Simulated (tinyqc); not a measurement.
Junction parameters from two forward currents.

Question. D(v) = J1 (exp(v/Vt) - 1) + J2 (exp(v/(2 Vt)) - 1). Find J1, J2 and the voltage 2 Vt ln(J2/J1) near which both parts are equal.

Parameters, values chosen for the exercise: temperature T = 300 K.

Constants: q = 1.602176634e-19 C, kB = 1.380649e-23 J/K, Vt = kB T/q. Results are converted to the units shown.

junction voltages (V): 0.27  0.6
currents (uA/um): 2.4990544e-7  0.0037455789

Answer. The current is linear in J1 and J2, so two points give two equations.

J1 = 3.00e-13 uA/um
J2 = 1.30e-9 uA/um
crossover = 0.433 V

tinyqc, about 0.2 s, one thread, Intel Xeon 2.30GHz (shared host): `OMP_NUM_THREADS=1 python tinyqc.py 2182063 2182064 out.jsonl`
